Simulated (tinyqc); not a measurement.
Changing the trap level E_t - E_i: trap-assisted generation and recombination current of an abrupt junction. Computed by tinyqc, a small Python program. Command: `OMP_NUM_THREADS=1 python tinyqc.py 3002910 3002911 out.jsonl junctionleak sweep`. One thread of a shared host (Intel(R) Xeon(R) Processor @ 2.30GHz), about 0.03 s of CPU time with the checks.

Depletion approximation, flat quasi-Fermi levels across the depleted layer, long neutral regions with minority lifetimes tau_n and tau_p, full ionisation and Boltzmann statistics. Voltages in exponents stand for e V.

Inputs (values chosen for the exercise, with bands and screening modelled on germanium):
```
quantity                              value    unit
gap E_g                               0.659      eV
electron mass m_e                     0.224     m_0
valleys M_c                               4       -
hole mass m_h                         0.329     m_0
dielectric constant eps                16.2       -
acceptor density N_A                1.4e+17   cm^-3
donor density N_D                   3.1e+17   cm^-3
capture time tau_n                  1.4e-08       s
capture time tau_p                  1.8e-06       s
electron diffusion coefficient D_n      5.6  cm^2/s
hole diffusion coefficient D_p          5.8  cm^2/s
forward bias V                         0.25       V
reverse bias V_r                          2       V
temperature T                           300       K
tunnelling mass m_t                    0.35     m_0
```

Field enhancement: Hurkx tunnelling factor.

Constants: k_B = 8.617333262e-05 eV/K; m_0 = 9.1093837015e-31 kg; k_B = 1.380649e-23 J/K; h = 6.62607015e-34 J s; e = 1.602176634e-19 C; eps_0 = 8.8541878128e-12 F/m; hbar = 1.054571817e-34 J s.

Method:
- N_c = 2 M_c (2 pi m_e k_B T/h^2)^(3/2) and N_v = 2 (2 pi m_h k_B T/h^2)^(3/2), masses in units of m_0.
- n_i = sqrt(N_c N_v) exp(-E_g/2 k_B T); V_bi = (k_B T/e) ln(N_A N_D/n_i^2); diffusion saturation current J_d0 = e n_i^2 [sqrt(D_n/tau_n)/N_A + sqrt(D_p/tau_p)/N_D].
- W = sqrt(2 eps eps_0 (V_bi - V)(1/N_A + 1/N_D)/e), x_p = W N_D/(N_A + N_D), x_n = W - x_p, peak field F_m = 2 (V_bi - V)/W; reverse bias means V = -V_r.
- Both capture times are divided by 1 + Gamma, Gamma = 2 sqrt(3 pi) (F/F_G) exp((F/F_G)^2), F_G = sqrt(24 m_t (k_B T)^3)/(e hbar) (the low-field Hurkx form), F being the local field, linear in x from 0 at the edges to F_m.
- Potential from the p edge: phi = (V_bi - V) x^2/(x_p W) on the p side and (V_bi - V)[1 - (W - x)^2/(x_n W)] on the n side; p = N_A exp(-phi/k_B T), n = n_i^2 exp(V/k_B T)/p; U = (n p - n_i^2)/[tau_p (n + n_i exp(dE/k_B T)) + tau_n (p + n_i exp(-dE/k_B T))], dE = E_t - E_i, n1 = n_i exp(dE/k_B T), p1 = n_i exp(-dE/k_B T); J_t = e int U dx by the trapezoid rule on 400 intervals on each side.
- Generation lifetime tau_g = tau_p exp(dE/k_B T) + tau_n exp(-dE/k_B T); textbook estimate e n_i W/tau_g; generation current J_g = -J_t; total = J_g + J_d0 (1 - exp(-V_r/k_B T)).
- Total J = J_t + J_d0 (exp(V/k_B T) - 1); ideality n = (e/k_B T) dV/d ln J, central difference of 1 mV.

One run for each value; columns: (1) trap level E_t - E_i (eV); (2) generation current (A/cm^2); (3) recombination current in the layer (A/cm^2); (4) ideality factor; (5) tau_g (s):
```
(1)            (2)         (3)     (4)         (5)
-0.300  1.2641e-07  2.2190e-04  1.0001  1.5343e-03
-0.220  2.6233e-06  2.0884e-03  1.0033  6.9497e-05
-0.150  3.6203e-05  4.0571e-03  1.0107  4.6401e-06
-0.075  4.4023e-04  4.3536e-03  1.0123  3.5366e-07
0.000   9.0036e-05  4.2472e-03  1.0117  1.8140e-06
0.075   5.4460e-06  2.8494e-03  1.0056  3.2751e-05
0.150   3.2071e-07  4.8879e-04  1.0004  5.9588e-04
0.230   1.5185e-08  3.3142e-05  1.0000  1.3155e-02
0.300   1.0332e-09  2.5373e-06  0.9999  1.9727e-01
```

What does the table show, and why?

Over the rows, generation current (A/cm^2) goes from 1.26e-7 through a maximum among these rows, 4.40e-4 at -0.0750, to 1.03e-9; recombination current in the layer (A/cm^2) goes from 2.22e-4 through a maximum among these rows, 0.00435 at -0.0750, to 2.54e-6; ideality factor goes from 1.00 through a maximum among these rows, 1.01 at -0.0750, to 1.000. Generation is largest where the two terms of tau_g are equal, at dE = (k_B T/2) ln(tau_n/tau_p) = -0.063 eV, apart from edge effects.

Caution (all rows): at such a field avalanche multiplication or band-to-band tunnelling, left out here, may dominate the reverse current.

Extremes, crossings and ranges named in words are read from the listed rows.
